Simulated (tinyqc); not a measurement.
Gap voltage and exponent from three temperatures.

Inverse problem. At constant current VBE(T) = Vg0 - a T - eta (kB T/q) ln T, where a is a constant. Find Vg0, eta and dVBE/dT at the middle temperature.

Constants: q = 1.602176634e-19 C, kB = 1.380649e-23 J/K. Results are converted to the units shown.

T (K): [253, 330, 390]
VBE at a constant current (V): [0.7334525490, 0.5721401106, 0.4431409066]

Solution. The relation is linear in Vg0, a and eta, so three points give a linear system; the slope is (VBE - Vg0 - eta kB T/q)/T. eta rests on the curvature of VBE(T) alone, so real fits need accuracy of some tens of microvolts or better.

Vg0 = 1.189 V
eta = 3.000
dVBE/dT = -2.128 mV/K

Program tinyqc, `OMP_NUM_THREADS=1 python tinyqc.py 2062052 2062053 out.jsonl`; Intel Xeon 2.30GHz, shared host, one thread, about 0.02 s.
